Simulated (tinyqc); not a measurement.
What each parameter does: six-band k.p model of the valence band of a wurtzite crystal.

At k = 0: E1 = D1c + D2c + Te + Le (pure HH); E2, E3 = Le + u +/- sqrt(u^2 + 2 D3c^2), u = (D1c - D2c + Te)/2, D1c = Dcr, D2c = D3c = Dso/3. The weight of LH in state 2 is fL = (E2 - Le)^2/((E2 - Le)^2 + 2 D3c^2). Relative strengths of transitions to the conduction band: for E perpendicular to c (TE) 1/2, fL/2, (1 - fL)/2; for E along c (TM) 0, 1 - fL, fL, with one momentum element for both directions.

Strain of a c-plane layer: exx = eyy = e_par, ezz = -2 (C13/C33) e_par; Le = D1 ezz + D2 (exx + eyy), Te = D3 ezz + D4 (exx + eyy).

Conduction edge: Ec = (top of the unstrained valence band) + Eg + (a1 + D1) ezz + (a2 + D2)(exx + eyy).

Values chosen for the exercise (near those of GaN; not measured data): Dcr = 0.0179 eV (crystal-field splitting); Dso = 0.0178 eV (spin-orbit splitting); Eg = 3.507 eV (direct gap at Gamma from the top of the unstrained valence band); a1 = -4.72 eV (gap potential along c); a2 = -10.94 eV (gap potential in the plane); D1 = -3.66 eV; D2 = 4.38 eV; D3 = 7.83 eV; D4 = -4.21 eV; C13 = 103 GPa; C33 = 416 GPa; e_par = 0.003 (exx = eyy of a c-plane layer).

Splittings at k = 0 under the strain, fL and the lowest transition.

Results for these values:
```
case  E1 - E2 (meV)  E1 - E3 (meV)      fL  lowest transition (eV)
base         -15.62          14.43  0.0852                  3.4696
```

What happens to each result for D3 = 6.264 eV, all else kept?

Answer: E1 - E2 rises from -15.62 to -13.51; E1 - E3 rises from 14.43 to 14.64; fL rises from 0.0852 to 0.0986; lowest transition falls from 3.4696 to 3.4694.

The same for each parameter in turn:
```
case              E1 - E2 (meV)  E1 - E3 (meV)      fL  lowest transition (eV)
base                     -15.62          14.43  0.0852                  3.4696
a1 = -3.776 eV           -15.62          14.43  0.0852                  3.4682
a2 = -13.128 eV          -15.62          14.43  0.0852                  3.4565
C33 = 332.8 GPa          -18.30          14.20  0.0718                  3.4716
D2 = 5.256 eV            -15.62          14.43  0.0852                  3.4696
D3 = 6.264 eV            -13.51          14.64  0.0986                  3.4694
D1 = -2.928 eV           -15.62          14.43  0.0852                  3.4696
Dso = 0.02136 eV         -15.30          17.67  0.1041                  3.4700
Dcr = 0.02148 eV         -12.38          14.77  0.1069                  3.4729
```

D1 and D2 shift all valence edges and the conduction edge alike, so they drop out of splittings and transitions.

Run: tinyqc, `OMP_NUM_THREADS=1 python tinyqc.py 1050851 1050852 out.jsonl`; Intel(R) Xeon(R) Processor @ 2.30GHz, one thread, shared host; about 0.01 s of CPU time with all checks.
